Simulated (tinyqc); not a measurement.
How far the fits carry: temperature and isotope dependence of a band gap in oscillator models.

E(T) = E0 - sum_i sl_i th_i n_i(T), n = 1/(exp(th/T) - 1). The same coupling lowers the gap at 0 K by the zero-point term ZP = sum_i sl_i th_i/2, so the gap of the static lattice is E0 + ZP. Thermal expansion is taken as part of the slopes.

Two-parameter forms are made to pass through the falls at the two temperatures T12: Varshni aV T^2/(T + bV), from the line T^2/fall = (T + bV)/aV; one oscillator s1 t1/(exp(t1/T) - 1), with t1 from the ratio of the falls.

Parameters, chosen for this exercise (near those of InAs; shifted at random, so the results belong to these values and not to a real crystal):
```
symbol  value             unit   meaning
E0      0.419             eV     gap at 0 K
th      (51, 217)         K      temperatures of two oscillators
sl      (0.0911, 0.1849)  meV/K  their high-temperature slopes
T12     (70, 180)         K      temperatures of the fits
```

Falls of the gap from E0, and errors of the two fits against the model.

Results:
```
T (K)  fall (meV)  Varshni - model (meV)  one oscillator - model (meV)  fall/ZP
20           0.39                   0.20                         -0.34    0.018
50           3.15                   0.22                         -0.42    0.141
100         12.16                  -0.45                          0.36    0.543
300         62.88                   6.19                         -1.87    2.809
400         89.87                  14.88                         -3.79    4.015
600        144.45                  37.72                         -7.96    6.453
800        199.35                  64.59                        -12.29    8.905
```

Give the missing row, T (K) = 200.

Computed row:
```
T (K)  fall (meV)  Varshni - model (meV)  one oscillator - model (meV)  fall/ZP
200         36.47                   0.61                         -0.25    1.629
```

Below the first fit point the largest errors are +0.22 meV (Varshni, 50 K, on a fall of 3.15 meV) and -0.42 meV (one oscillator, 50 K); a T^2 law cannot freeze out; a single oscillator misses the soft modes. At 800 K, beyond the second fit point, they are +64.6 and -12.3 meV, so the oscillator extrapolates better here. The thermal fall equals ZP between 100 and 200 K.

Run: tinyqc, `OMP_NUM_THREADS=1 python tinyqc.py 1880076 1880077 out.jsonl`; Intel(R) Xeon(R) Processor @ 2.30GHz, one thread, shared host; about 0.01 s of CPU time with all checks.
